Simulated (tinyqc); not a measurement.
Worked calculation: anisotropic elasticity and sound waves of a cubic crystal. Computed by tinyqc, a small Python program that keeps every step. Command: `OMP_NUM_THREADS=1 python tinyqc.py 3023411 3023412 out.jsonl cubicelastic walk`. One thread of a shared host (Intel(R) Xeon(R) Processor @ 2.30GHz), about 0.01 s of CPU time with the checks. Intermediate numbers are printed to about 6 digits and carried at full precision; extremes and crossings named in words are read from the listed rows.

Voigt order 1..6 = xx, yy, zz, yz, xz, xy, with engineering shear strains. The rotated frame has x' as named, z' along the wafer normal and y' = z' x x'.

Inputs (values chosen for the exercise, modelled on magnesium oxide):
```
quantity                                value    unit
C11                                     301.8     GPa
C12                                     93.41     GPa
C44                                     155.4     GPa
density rho                             3.589  g/cm^3
expansion coefficient of the film          11   ppm/K
expansion coefficient of the substrate    5.7   ppm/K
cooling Delta T                           500       K
```

Frame: (001) wafer, x' along [110].

wave normal (not normalised): 2  3.5  3.2

## Compliances and anisotropy

S11 = (C11 + C12)/D, S12 = -C12/D, D = (C11 - C12)(C11 + 2 C12), S44 = 1/C44. Zener ratio A = 2 C44/(C11 - C12); S0 = S11 - S12 - S44/2; H = 2 C44 + C12 - C11.

S11 = 3.88132 1/TPa

S12 = -0.917372 1/TPa

S44 = 6.43501 1/TPa

Zener ratio A = 1.49143

S0 = 1.58119 1/TPa

H = 102.41 GPa

## Stiffness in the rotated frame

direction cosines a (rows x', y', z' in the cube axes):
```
           x        y        z
x'   0.70711  0.70711  0.00000
y'  -0.70711  0.70711  0.00000
z'   0.00000  0.00000  1.00000
```

C'_ijkl = C12 delta_ij delta_kl + C44 (delta_ik delta_jl + delta_il delta_jk) - H sum_m a_im a_jm a_km a_lm.

C' (GPa):
```
         1        2        3        4        5        6
1  353.005   42.205   93.410    0.000    0.000    0.000
2   42.205  353.005   93.410    0.000    0.000    0.000
3   93.410   93.410  301.800    0.000    0.000    0.000
4    0.000    0.000    0.000  155.400    0.000    0.000
5    0.000    0.000    0.000    0.000  155.400    0.000
6    0.000    0.000    0.000    0.000    0.000  104.195
```

No normal-shear coupling appears in this frame.

## Moduli along the axes of the frame

Invert C' to S'. E along x' = 1/S'11, along y' = 1/S'22; Poisson ratios nu(x'y') = -S'12/S'11 and nu(x'z') = -S'13/S'11; in-plane shear modulus 1/S'66.

E along x' = 323.548 GPa

E along y' = 323.548 GPa

nu(x'y') = 0.0410181

nu(x'z') = 0.296814

in-plane shear modulus = 104.195 GPa

E is the same along x' and y'.

## Thermal stress in a film with this orientation

On cooling, a thick substrate imposes eps_1 = eps_2 = (alpha_film - alpha_substrate) Delta T and eps_6 = 0; the free surface sets sigma_3 = sigma_4 = sigma_5 = 0, which fixes eps_3, eps_4, eps_5. Biaxial modulus M = (sigma_1 + sigma_2)/(2 eps); energy density M eps^2. Elastic response and constant coefficients are assumed.

in-plane strain = 2.65 per mille

elastic strain along the normal = -1.64040 per mille

stress along x' = 894.077 MPa

stress along y' = 894.077 MPa

biaxial modulus M = 337.387 GPa

energy density = 2.36930 MJ/m^3

The film ends in tension. Caution: the thermal stress of this film exceeds 200 MPa, which can relax by slip, cracking or buckling in a real film.

## Sound waves along the wave normal

In the cube axes, with unit normal n: G_ij = (C12 + C44) n_i n_j + (C44 - H n_i^2) delta_ij, eigenvalues rho v^2, eigenvectors u (columns, largest component positive). Group velocity V_i = [(C12 + C44)(u.n) u_i + C44 n_i - H u_i^2 n_i]/(rho v); its angle to n has cosine v/|V|.

Christoffel matrix (GPa):
```
         x        y        z
x  177.506   65.748   60.113
y   65.748  223.101  105.197
z   60.113  105.197  211.993
```

phase velocities (m/s): 5588.9  6140.5  10087.0

polarisations:
```
        slow       fast  longitudinal
x   0.058831   0.901479      0.428806
y  -0.704845  -0.266672      0.657328
z   0.706918  -0.340913      0.619714
```

group speeds (m/s): 5663.4  6367.3  10102.2

angles between V and n (degree): 9.3009  15.3408  3.1480

Energy flows off the wave normal by up to 15.3 degrees, for the fast transverse wave.

## Polycrystal bounds against single-crystal directions

B = (C11 + 2 C12)/3; Voigt G = (C11 - C12 + 3 C44)/5; Reuss G = 5/(4 (S11 - S12) + 3 S44); Hill is their mean; E = 9BG/(3B + G), nu = (3B - 2G)/(6B + 2G). Along <hkl>, with g = 0, 1/4, 1/3: 1/E = S11 - 2 S0 g; for a film with that normal C33 = C11 + 2 H g and M = [6B - (3B - C33) - (3B - C33)^2/C33]/2.

bulk modulus B = 162.873 GPa

Averages:
```
average  G (GPa)  E (GPa)        nu
Voigt    134.918  317.175  0.175438
Reuss    129.871  307.802  0.185030
Hill     132.394  312.508  0.180214
```

Directions:
```
direction  E (GPa)  biaxial modulus M (GPa)
<100>      257.644                  337.387
<110>      323.548                  394.763
<111>      353.707                  410.359
```

The bounds on G differ by 3.9 %, while E varies by a factor 1.37 with direction; with A above 1 the stiffest axis is <111>. Under a fixed mismatch strain, grains with a <100> normal store the least energy.

Checks made by the program: E along x' against 1/E = S11 - 2 S0 (l^2 m^2 + m^2 n^2 + n^2 l^2) (relative difference below 1e-10); closed form of M against the matrix solution (relative difference below 1e-10).
